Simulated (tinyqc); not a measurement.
Recursion (Haydock) method for the local density of states: surface site of a cubic lattice, step by step. Values are carried at full precision from step to step, so a last printed digit may differ when a step is redone from the rounded ones.

One orbital a site at energy 0, hopping -t to the 6 nearest neighbours of a cubic lattice; the start u0 is a site in the outermost layer of a half crystal, with energy V. Recursion: a_n = <u_n|H|u_n>, b_(n+1) u_(n+1) = (H - a_n) u_n - b_n u_(n-1), b > 0. G(z) = 1/(z - a0 - b1^2/(z - a1 - b2^2/(...))), z = E + i eta. After n levels the tail is b_n^2 T with the square-root terminator T = (z - sqrt(z - 2b) sqrt(z + 2b))/(2 b^2), b = 3t so that the band edges lie at -/+ 6t.

Values chosen for the exercise:
- t = 0.82 eV (hopping)
- V = 0 eV (shift of the starting site)
- n = 4 (levels kept)
- E = 3.75 eV (energy)
- eta = 0.041 eV (broadening)

## The coefficients

Carry the recursion for n levels; the lattice is large enough that no wall but the surface is met.

Coefficients:
```
n  a_n (eV)  b_(n+1) (eV)  b_(n+1)^2/t^2
0    0.0000       1.83358         5.0000
1    0.0000       2.23064         7.4000
2    0.0000       2.32009         8.0054
3    0.0000       2.36502         8.3184
```

b1^2/t^2 = 5 counts the neighbours of the start. All a_n vanish because the lattice is bipartite and V = 0. The b_n tend to a quarter of the band width, 2.460 eV.

## Moments from the coefficients

For a1 = a2 = 0: mu1 = a0, mu2 = a0^2 + b1^2, mu3 = a0^3 + 2 a0 b1^2, mu4 = a0^4 + 3 a0^2 b1^2 + b1^4 + b1^2 b2^2.

mu1 to mu4 (eV^n): [0.000, 3.362, 0.000, 28.032]

mu4/t^4 = 62 is the number of closed walks of four steps.

## The continued fraction at one energy

Start from the terminator and work up: G_i = 1/(z - a_i - S_i), S_i = b_(i+1)^2 G_(i+1), with T in place of G_n. The density is -Im G_0/pi.

Levels of the fraction:
```
i        S_i (eV)      G_i (1/eV)
3  1.7107-1.4532i  0.3191-0.2338i
2  1.7175-1.2584i  0.3493-0.2233i
1  1.7378-1.1110i  0.3743-0.2143i
0  1.2584-0.7204i  0.3671-0.1122i
```

local density of states = 0.0357 1/eV

A direct sum over the zone gives 0.0345 1/eV at the same z; 4 levels miss it by +3.5 %.

## Checks

- G from 7 levels against a direct sum over the zone at E = 7.8720 eV, above the band (1/eV): both 0.13508.

Program tinyqc; command `OMP_NUM_THREADS=1 python tinyqc.py 1450045 1450046 out.jsonl`; about 0.2 s on one thread of a shared Intel(R) Xeon(R) Processor @ 2.30GHz.
